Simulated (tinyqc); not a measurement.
Reverse leakage of an n+-p junction: diffusion, generation, trap-assisted and band-to-band tunnelling: two steps of the calculation.

One-sided abrupt junction in the depletion approximation, x from the junction (0) to W on the p side, field F = F0 (1 - x/W). Flat quasi-Fermi levels, long p side. Traps generate through SRH with both lifetimes shortened by 1 + Gamma (Hurkx enhancement, form for moderate fields); band-to-band generation is local and needs a total bending above Eg.

Values chosen for this exercise; band and dielectric values close to those of silicon: temperature T = 358 K; band gap Eg = 1.13 eV; relative permittivity eps_r = 11.5; conduction-band density of states at T Nc = 3.66e19 cm^-3; valence-band density of states at T Nv = 3.49e19 cm^-3; acceptor density of the lighter side Na = 1.2e16 cm^-3; donor density of the heavier side Nd = 1e20 cm^-3; SRH lifetime of both carriers at zero field tau = 8e-6 s; tunnelling mass mt = 0.24 m0; electron diffusion coefficient on the lighter side Dn = 25 cm^2/s; reverse bias VR = 0.7 V.

Constants: q = 1.602176634e-19 C, kB = 1.380649e-23 J/K, hbar = 1.054571817e-34 J s, m0 = 9.1093837015e-31 kg, Vt = kB T/q, eps0 = 8.8541878128e-14 F/cm where lengths are in cm. Results are converted to the units shown.

Question 1. Field, scales and diffusion current. ni = sqrt(Nc Nv) exp(-Eg/(2 Vt)), Eg in volts; Vbi = Vt ln(Na Nd/ni^2); W = sqrt(2 eps0 eps_r (Vbi + VR)/(q Na)); F0 = 2 (Vbi + VR)/W; FG = sqrt(24 mt m0 (kB T)^3)/(q hbar); J_diff = q ni^2 sqrt(Dn/tau)(1 - exp(-VR/Vt))/Na.

Give: ni; Vbi; W; F0; FG; J_diff.

Answer 1.

ni = 3.9748e11 cm^-3
Vbi = 0.91497 V
W = 413.59 nm
F0 = 78.094 kV/cm
FG = 471.11 kV/cm
J_diff = 3.7289e-9 A/cm^2

Question 2. Current components. u = (Vbi + VR)(1 - x/W)^2, p = Na exp(-u/Vt), n = Nd exp((u - Vbi - VR)/Vt); G0 = ni^2 (1 - exp(-VR/Vt))/(tau (n + p + 2 ni cosh(Et/Vt))); Gamma = 2 sqrt(3 pi)(F/FG) exp((F/FG)^2); trap-assisted part G0 Gamma; G_bb = Ab F^2.5 exp(-Bb/F) with F in V/cm, zero unless Vbi + VR > Eg. 16 equal steps.

Each current is q times the trapezoid sum of its rate; J adds J_diff; J_bb under 1e-8 of the sum is given as 0.

```
point     x (nm)  G0 (cm^-3 s^-1)  G0 Gamma (cm^-3 s^-1)  G_bb (cm^-3 s^-1)
0        0.00000      1.9748621e8            2.0660330e8      2.2363006e-80
1       25.84964     1.1183697e11           1.0932312e11      1.4493863e-87
2       51.69928     4.2003633e13           3.8203078e13                 ~0
3       77.54892     7.3882924e15           6.2217453e15                 ~0
4      103.39856     2.4493886e16           1.8988835e16                 ~0
5      129.24820     2.4839181e16           1.7608288e16                 ~0
6      155.09785     2.4841854e16           1.5973211e16                 ~0
7      180.94749     2.4818394e16           1.4333052e16                 ~0
8      206.79713     2.4089137e16           1.2343582e16                 ~0
9      232.64677     1.4859643e16           6.6517687e15                 ~0
10     258.49641     2.3461858e15           8.9895587e14                 ~0
11     284.34605     2.7027556e14           8.6196315e13                  0
12     310.19569     4.3303916e13           1.1037724e13                  0
13     336.04533     1.0362084e13           1.9794038e12                  0
14     361.89497     3.7284016e12           4.7455400e11                  0
15     387.74461     2.0189628e12           1.2844625e11                  0
16     413.59425     1.6456094e12                      0                  0
```

J_diff = 3.7289016e-9 A/cm^2

Wanted: J_SRH; J_TAT; J_bb; J.

Answer 2.

J_SRH = 6.132e-8 A/cm^2
J_TAT = 3.858e-8 A/cm^2
J_bb = 0 A/cm^2
J = 1.036e-7 A/cm^2

Range of the model: The n+ side is degenerate, so Vbi from Boltzmann statistics is only a guide.

tinyqc, about 0.01 s, one thread, Intel Xeon 2.30GHz (shared host): `OMP_NUM_THREADS=1 python tinyqc.py 2290024 2290025 out.jsonl`

~0 in a residual or rate marks an entry under 1e-11 of the largest of its column.
